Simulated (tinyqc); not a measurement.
Worked calculation: six-band Luttinger-Kohn model with strain. Values are carried at full precision from step to step, so a last printed digit may differ when a step is redone from the rounded ones.

Constants: hbar^2/2m0 = 3.80998211 eV angstrom^2.

Parameters, chosen for this exercise (near those of InAs; not measured data):
```
symbol  value                  unit        meaning
C11     85.7                   GPa
C12     45.6                   GPa
C44     40.7                   GPa
load    uniaxial [100]                     kind of stress
X       -2                     GPa         stress
Dso     0.379                  eV          spin-orbit splitting
g1      20.06                              Luttinger gamma1
g2      8.44                               gamma2
g3      9.19                               gamma3
av      0.99                   eV          valence hydrostatic potential
b       -1.77                  eV          tetragonal shear potential
d       -3.57                  eV          trigonal shear potential
k       (-0.024, 0.02, 0.013)  1/angstrom  wave vector
kmax    0.03                   1/angstrom  end of the path
```

## Strain from a uniaxial [100] stress

s11 = (C11 + C12)/((C11 - C12)(C11 + 2 C12)), s12 = -C12/((C11 - C12)(C11 + 2 C12)), s44 = 1/C44; exx = s11 sxx + s12 (syy + szz) and cyclic, exy = s44 sxy/2; tension is positive. A uniaxial stress X along the unit vector n is s_ij = X n_i n_j.

s11, s12, s44 (1/TPa): 18.5094  -6.4282  24.5700

strain tensor:
```
           x         y         z
x  -0.037019  0.000000  0.000000
y   0.000000  0.012856  0.000000
z   0.000000  0.000000  0.012856
```

The volume changes by -1.131 %; there is no shear in the cubic axes, so d does not enter.

## The terms P, Q, R, S at one k

P = c g1 k^2 - av tr(e); Q = c g2 (kx^2 + ky^2 - 2 kz^2) - (b/2)(exx + eyy - 2 ezz); R = c sqrt3 [-g2 (kx^2 - ky^2) + 2i g3 kx ky] + (sqrt3/2) b (exx - eyy) - i d exy; S = 2 c sqrt3 g3 (kx - i ky) kz - d (exz - i eyz); c = hbar^2/2m0, e the strain tensor (not engineering shear).

Form the four terms.

Terms (eV):
```
term             from k  from strain
P               0.08751      0.01119
Q               0.02052     -0.04414
R     -0.00980-0.05822i      0.07645
S     -0.03784-0.03154i      0.00000
```

## The Hamiltonian

Six-band Luttinger-Kohn model in the basis |3/2,3/2>, |3/2,1/2>, |3/2,-1/2>, |3/2,-3/2>, |1/2,1/2>, |1/2,-1/2>, electron energies, zero at the top of the unstrained valence band. H = -[rows: (P+Q, -S, R, 0, -S/r2, r2 R); (-S*, P-Q, 0, R, -r2 Q, r32 S); (R*, 0, P-Q, S, r32 S*, r2 Q); (0, R*, S*, P+Q, -r2 R*, -S*/r2); (-S*/r2, -r2 Q, r32 S, -r2 R, P+Dso, 0); (r2 R*, r32 S*, r2 Q, -S/r2, 0, P+Dso)], r2 = sqrt(2), r32 = sqrt(3/2). Levels are twofold.

Each term is the sum of its two parts.

H(k) (eV), lower triangle (Hermitian):
```
                  3/2,3/2          3/2,1/2        3/2,-1/2         3/2,-3/2  1/2,1/2  1/2,-1/2
3/2,3/2           -0.0751
3/2,1/2   -0.0378+0.0315i          -0.1223
3/2,-1/2  -0.0666-0.0582i                0         -0.1223
3/2,-3/2                0  -0.0666-0.0582i  0.0378-0.0315i          -0.0751
1/2,1/2   -0.0268+0.0223i          -0.0334  0.0463+0.0386i   0.0943-0.0823i  -0.4777
1/2,-1/2  -0.0943-0.0823i   0.0463-0.0386i          0.0334  -0.0268-0.0223i        0   -0.4777
```

## Levels and their make-up

Diagonalise H. The weights add +m and -m and are averaged over each pair; m is taken along z.

levels from the top, each twofold (eV): 0.0318  -0.1778  -0.5291

weights:
```
               top  second  third
|3/2,+-3/2>  0.628   0.290  0.082
|3/2,+-1/2>  0.320   0.648  0.033
|1/2,+-1/2>  0.053   0.062  0.885
```

The top pair is 63 % |3/2,+-3/2>, the second pair is 65 % |3/2,+-1/2> and the third pair is 89 % |1/2,+-1/2>.

## Band edges at k = 0
Diagonalise H at k = 0. The weights add +m and -m (m along z) and are averaged over each pair.

edges from the top (eV): 0.1084  -0.0995  -0.4215

weights at k = 0:
```
               top  second  third
|3/2,+-3/2>  0.706   0.250  0.044
|3/2,+-1/2>  0.235   0.750  0.015
|1/2,+-1/2>  0.059   0.000  0.941
```

The stress splits the top two pairs by 207.8 meV, 8.04 times kT at 300 K (25.85 meV); the third lies 529.8 meV below the top, against Dso = 379 meV without stress.

## Polarisation of the edge transitions

In the basis X, Y, Z times spin, H(k = 0) has -Dso/3 + l exx + m (eyy + ezz) on the diagonal (cyclic) and n exy off it, l = av + 2 b, m = av - b, n = sqrt(3) d. Spin-orbit term (Dso/3) L.sigma on X, Y, Z with (L_k)_ij = -i epsilon_kij: <X+|H|Y+> = -i Dso/3, <X+|H|Z-> = Dso/3, <Y+|H|Z-> = -i Dso/3, <Z+|H|X-> = -Dso/3, <Z+|H|Y-> = i Dso/3, <X-|H|Y-> = i Dso/3, and their conjugates; + and - are the spin along z. The strength of a transition to an s-like conduction level for light polarised along the unit vector u is the weight of the orbital ux X + uy Y + uz Z in the valence state, summed over spin and averaged over the pair.

strain block of X, Y, Z (eV), lower triangle:
```
         X         Y         Z
X  0.16537
Y        0  -0.09947
Z        0         0  -0.09947
```

Relative strengths:
```
polarisation    top  second  third
[100]         0.869   0.000  0.131
[010]         0.065   0.500  0.435
[001]         0.065   0.500  0.435
[110]         0.467   0.250  0.283
[1-10]        0.467   0.250  0.283
[111]         0.333   0.333  0.333
```

The top pair is strongest for light along [100] (0.869) and weakest along [010] and [001] (0.065); without strain every direction has 1/3 on average over the fourfold top. For each polarisation the three pairs add up to 1.

## Hole masses at the edges

Curvature at k = 0: m/m0 = -2 c h^2/(E(h u) + E(-h u) - 2 E(0)) with h = 0.0002 1/angstrom along the unit vector u.

Hole masses (m0):
```
direction    top  second  third
[110]      0.037   0.063  0.057
[1-10]     0.037   0.063  0.057
[100]      0.021   0.314  0.102
[001]      0.154   0.035  0.040
```

Of the directions listed, the top pair is lightest along [100] (0.021) and heaviest along [001] (0.154). These masses hold only for hole energies well below the splitting of 208 meV.

## Bands along [110] and [001]

Six points from 0 to kmax in each direction.

Levels (eV):
```
direction  |k| (1/angstrom)     top   second    third  top, no stress  second, no stress
[110]                 0.000  0.1084  -0.0995  -0.4215          0.0000             0.0000
[110]                 0.006  0.1047  -0.1017  -0.4239         -0.0003            -0.0052
[110]                 0.012  0.0944  -0.1085  -0.4315         -0.0011            -0.0204
[110]                 0.018  0.0789  -0.1205  -0.4452         -0.0025            -0.0443
[110]                 0.024  0.0608  -0.1385  -0.4670         -0.0045            -0.0746
[110]                 0.030  0.0428  -0.1620  -0.4997         -0.0069            -0.1082
[001]                 0.000  0.1084  -0.0995  -0.4215          0.0000             0.0000
[001]                 0.006  0.1075  -0.1034  -0.4249         -0.0004            -0.0050
[001]                 0.012  0.1049  -0.1147  -0.4358         -0.0017            -0.0198
[001]                 0.018  0.1010  -0.1325  -0.4554         -0.0039            -0.0432
[001]                 0.024  0.0961  -0.1548  -0.4859         -0.0070            -0.0732
[001]                 0.030  0.0902  -0.1794  -0.5297         -0.0109            -0.1070
```

## Checks

- Levels against the same model in the basis X, Y, Z times spin: they agree to 1e-10 or better.

Program tinyqc; command `OMP_NUM_THREADS=1 python tinyqc.py 1080385 1080386 out.jsonl`; about 0.1 s on one thread of a shared Intel(R) Xeon(R) Processor @ 2.30GHz.
